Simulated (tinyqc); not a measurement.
# Lossy on-chip transmission line with skin effect: two studies

A uniform line in a homogeneous dielectric: c = sqrt(er)/(c0 Z0), l = Z0 sqrt(er)/c0 (c0 = 299792458 m/s), g = w c td, w = 2 pi f. The resistance joins its limits as r = sqrt(r_dc^2 + r_hf^2), with r_dc = rho/(wd th), r_hf = kr rho/(2 delta (wd + th)), delta = sqrt(rho/(pi f mu0)), mu0 = 4 pi 1e-7 H/m; this is an interpolation, and internal inductance, up to 0.05 nH/mm at low frequency, is neglected.

Inputs (values chosen for the exercise):
- wd = 3 um (width of the strip)
- th = 0.72 um (thickness of the strip)
- rho = 1.8 uohm cm (resistivity)
- er = 3 (relative permittivity)
- td = 0 (loss tangent)
- Z0 = 45 ohm (lossless impedance sqrt(l/c))
- kr = 1.2 (factor for crowding and the return path)
- len = 3.7 mm (length)
- Rg = 50 ohm (source resistance)
- RL = 1000 ohm (load resistance)
- CL = 100 fF (load capacitance)
- f = 3.8 GHz (frequency)

Each table varies one quantity; the others keep the values above.

## Line properties against frequency

gamma = sqrt((r + i w l)(g + i w c)) = alpha + i beta, Zc = sqrt((r + i w l)/(g + i w c)), roots with positive real part; loss 8.685889638 alpha in dB; phase velocity w/beta. ZL = 1/(1/RL + i w CL); reflection (ZL - Zc)/(ZL + Zc); Zin = Zc (ZL + Zc tanh(gamma len))/(Zc + ZL tanh(gamma len)); H = V_load/V_source = [Zin/(Zin + Rg)]/[cosh(gamma len) + (Zc/ZL) sinh(gamma len)].

Results:
```
f (GHz)  r (ohm/mm)  r/(w l)  loss (dB/mm)  |Zc| (ohm)  phase velocity over c0  length in wavelengths  |H| (dB)
0.01         8.3344   510.20      0.050311      1016.4                0.036112              0.0034176  -0.67522
0.03         8.3367   170.11      0.086983      586.93                0.062418              0.0059319  -0.67536
0.09         8.3433   56.750       0.14984      339.02                 0.10744               0.010339  -0.67627
0.3          8.3665   17.072       0.26840      186.09                 0.19191               0.019293  -0.68499
2            8.5523   2.6177       0.59862      75.329                 0.41873               0.058949   -1.0571
7            9.0766  0.79377       0.82102      50.847                 0.54112                0.15965   -3.5547
20           10.316  0.31575       0.98369      46.082                 0.57045                0.43271   -5.8625
60           13.430  0.13702        1.2931      45.210                 0.57601                 1.2856   -11.434
```

Estimate the missing row, f = 0.8 GHz.

Computed row:
```
f (GHz)  r (ohm/mm)  r/(w l)  loss (dB/mm)  |Zc| (ohm)  phase velocity over c0  length in wavelengths  |H| (dB)
0.8          8.4216   6.4442       0.41911      114.92                 0.29772               0.033164  -0.74037
```

With this row back in the table: r equals w l at 5.46 GHz: below it |Zc| and the delay grow as in an RC line, above it |Zc| tends to Z0 = 45 ohm and the velocity to 1/sqrt(er) = 0.577 c0. The loss goes as f^(0.50) between the first two rows and f^(0.25) between the last two. |H| is -0.675 dB in the first row and -11.4 dB in the last; between rows it can pass through resonances that the table doesn't show.

## Effect of the loss tangent

Same model as above.

The same in every row: r (ohm/mm) = 8.745; r/(w l) = 1.409.

Effect of the loss tangent:
```
td     loss (dB/mm)  |Zc| (ohm)  phase velocity over c0  length in wavelengths  |H| (dB)
0            0.7227       59.15                  0.4944                0.09486    -1.877
0.001        0.7234       59.15                  0.4945                0.09484    -1.881
0.002        0.7241       59.15                  0.4946                0.09481    -1.886
0.005        0.7262       59.15                  0.4950                0.09474    -1.899
0.01         0.7297       59.15                  0.4957                0.09462    -1.921
0.02         0.7367       59.14                  0.4969                0.09438    -1.964
0.04         0.7508       59.12                  0.4994                0.09390    -2.050
```

As td goes from 0 to 0.04, the loss rises from 0.723 to 0.751 dB/mm, |Zc| stays near 59.1 ohm and |H| goes from -1.88 to -2.05 dB, with its highest value among the rows, -1.88 dB, at td = 0. In the low-loss estimate the dielectric part g Z0/2 equals the conductor part r/(2 Z0) at td = 1.41.

Numbers from tinyqc (`OMP_NUM_THREADS=1 python tinyqc.py 2810120 2810121 out.jsonl`; about 0.01 s on one thread of a shared Intel Xeon 2.30GHz).
